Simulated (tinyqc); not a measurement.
Closable height against the size of the gap: wafer bonding and layer transfer: bond energy, gap closing, particles, bonding of dissimilar wafers and hydrogen blisters. Computed by tinyqc, a small Python program. Command: `OMP_NUM_THREADS=1 python tinyqc.py 3013577 3013578 out.jsonl bond walk`. One thread of a shared host (Intel(R) Xeon(R) Processor @ 2.30GHz), about 0.01 s of CPU time with the checks.

gamma is the energy per area of each of the two surfaces; plates are isotropic.

Inputs (values chosen for the exercise, for model wafers):
```
quantity             value        unit
Young's modulus E1     135         GPa
Young's modulus E2     410         GPa
Poisson ratio nu      0.26           -
thickness t1           625  micrometre
thickness t2           625  micrometre
blade thickness t_b    230  micrometre
crack length L        27.5          mm
```

Pair: two different wafers.

Method. Two cantilevers opened by t_b: gamma = 3 t_b^2 E1 t1^3 E2 t2^3/(16 L^4 (E1 t1^3 + E2 t2^3)). E' = E1/(1 - nu^2), equal wafers of thickness t1 assumed. A gap of radius R closes if h_g < h_c: h_c = R^2/sqrt((2/3) E' t1^3/gamma) for R > 2 t1 (plate bending), h_c = 3.6 sqrt(R gamma/E') for R < 2 t1 (local deformation).

bond energy gamma = 0.430019 J/m^2

Gap closing:
```
R (mm)    regime    h_c (nm)  slope h_c/R
1.00e-04   local  1.9619e+00     0.019619
1.00e-03   local  6.2041e+00     0.006204
1.00e-02   local  1.9619e+01     0.001962
1.00e-01   local  6.2041e+01     0.000620
5.00e-01   local  1.3873e+02     0.000277
2.00e+00   plate  5.4034e+02     0.000270
5.00e+00   plate  3.3771e+03     0.000675
2.00e+01   plate  5.4034e+04     0.002702
5.00e+01   plate  3.3771e+05     0.006754
```

What does the comparison show, and why?

Roughness of 100 nm scale may be 2.0 nm in half height, waviness of radius 5 cm as much as 340 micrometre: h_c goes as R^(1/2) when the wafer deforms locally and as R^2 when it bends. The allowed slope is least near R = 2 t1, so defects about 4 t1 wide are the hardest to close; bow matters little.

Extremes, crossings and ranges named in words are read from the listed rows.
